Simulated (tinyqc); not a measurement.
Orbital energy against energy difference: ionisation energy by orbital energies and by energy differences in the cc-pvdz basis, for BeH2, spin multiplicity 1. Computed by the program tinyqc with PySCF. 

Geometry (angstrom):
```
atom       x        y       z
Be    0.0000   0.0000  0.0000
H     0.0000   1.2830  0.1130
H     0.0000  -1.2620  0.1110
```

CCSD(T) difference in the same basis = 12.0781 eV

IP-EOM-CCSD = 12.1093 eV

The cation is unrestricted; errors are against CCSD(T) in this basis, not against experiment.

First vertical ionisation energy (eV):
```
method     -e(HOMO)  E(cation) - E  error of -e(HOMO)  error of the difference
HF          12.3159      11.435413             0.2377                  -0.6427
LDA          7.4853      11.727035            -4.5928                  -0.3511
PBE          7.5024      11.751263            -4.5757                  -0.3269
B3LYP        8.6960      11.996426            -3.3821                  -0.0817
PBE0         8.8763      11.928803            -3.2018                  -0.1493
CAM-B3LYP   10.3863      12.093106            -1.6919                   0.0150
LC-wPBE     11.8447      12.239739            -0.2334                   0.1616
```

Koopmans errs by +0.24 eV and Delta-HF by -0.64 eV: relaxation, 0.88 eV, lowers the value and the missing correlation difference works against it. The PBE level is off by -4.6 eV through the wrong tail of its potential, though its energy difference is off by -0.33 eV; exact exchange deepens the level, and among the orbital energies LC-wPBE comes closest; among the differences CAM-B3LYP does.
